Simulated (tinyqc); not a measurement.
Hubbard chain of 4 sites, step by step. One step of it, computed by the program tinyqc.

Problem. Mean-field iteration 1. H(up) = T + U n(down), H(down) = T + U n(up); fill the lowest levels; n(new) = n + mixing (n(out) - n); E = tr T (rho up + rho down) + U sum n_up n_down of the output.

one-body matrix (hopping and site energies) (eV), lower triangle:
```
           1          2          3         4
1   0.000000
2  -1.070000   0.000000
3   0.000000  -1.070000   0.000000
4   0.000000   0.000000  -1.070000  0.000000
```

U = 7.100000 eV

electrons, up and down: 2  2

mixing = 0.500000

n(up) at the start (a guess, not normalised): 1 0.800000, 2 0.200000, 3 0.800000, 4 0.200000

n(down) at the start (a guess): 1 0.200000, 2 0.800000, 3 0.200000, 4 0.800000

Give: levels, up; levels, down; energy; n(up) after iteration 1; n(down) after iteration 1.

Solution.

levels, up (eV): 0.8051  1.3197  5.7803  6.2949

levels, down (eV): 0.8051  1.3197  5.7803  6.2949

energy = -0.8062 eV

n(up) after iteration 1: 1 0.8764, 2 0.1436, 3 0.8564, 4 0.1236

n(down) after iteration 1: 1 0.1236, 2 0.8564, 3 0.1436, 4 0.8764
